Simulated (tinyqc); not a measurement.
Short-channel transistor, virtual-source model with series resistance: one step of the calculation.

The current per gate width is the charge at the top of the source barrier (the virtual source) times its velocity times a saturation function; al and be are fitting constants of the model. Units: I in uA/um, Rs in ohm um, so I Rs = 1e-6 I Rs in volts; Q in uC/cm^2, so I = 1e-4 Q vx0 Fsat with vx0 in cm/s.

Question. Current through the series resistance. Intrinsic voltages Vg' = Vgs - I Rs, Vd' = Vds - 2 I Rs. n = n0 + nd Vd', VT = VT0 - dl Vd', Ff = 1/(1 + exp((Vg' - VT + al Vt/2)/(al Vt))), Q = Cinv n Vt ln(1 + exp((Vg' - VT + al Vt Ff)/(n Vt))), Vdsat = (vx0 L/mu)(1 - Ff) + Vt Ff, Fsat = u/(1 + u^be)^(1/be) with u = Vd'/Vdsat, and I(out) = Q vx0 Fsat per width. (Fsat takes the sign of u.) I(new) = I(out).

Parameters, values chosen for the exercise:
```
symbol,value,unit,meaning
T,300,K,temperature
Cinv,1.48,uF/cm^2,inversion capacitance
vx0,1.59e7,cm/s,velocity at the virtual source
mu,190,cm^2/(V s),apparent mobility
L,20,nm,channel length
VT0,0.433,V,threshold at zero drain voltage
dl,0.195,V/V,drain-induced barrier lowering
n0,1.06,,subthreshold factor
nd,0.2,1/V,growth of n with drain voltage
al,3.5,,threshold shift (in units of Vt) from weak to strong inversion
be,1.4,,sharpness of saturation
Rs,150,ohm um,series resistance of each contact
Vgs,1.2,V,gate voltage
Vds,1.2,V,drain voltage
```

Constants: q = 1.602176634e-19 C, kB = 1.380649e-23 J/K, Vt = kB T/q. Results are converted to the units shown.

I after iteration 2 = 1095.8752 uA/um

Find: Vg'; Vd'; VT; Ff; Q; Vdsat; Fsat; I(out); I after iteration 3.

Answer.

Vg' = 1.036 V
Vd' = 0.8712 V
VT = 0.2631 V
Ff = 1.188e-4
Q = 1.143 uC/cm^2
Vdsat = 0.1674 V
Fsat = 0.9346
I(out) = 1699 uA/um
I after iteration 3 = 1699 uA/um

tinyqc, about 0.01 s, one thread, Intel Xeon 2.30GHz (shared host): `OMP_NUM_THREADS=1 python tinyqc.py 2380023 2380024 out.jsonl`
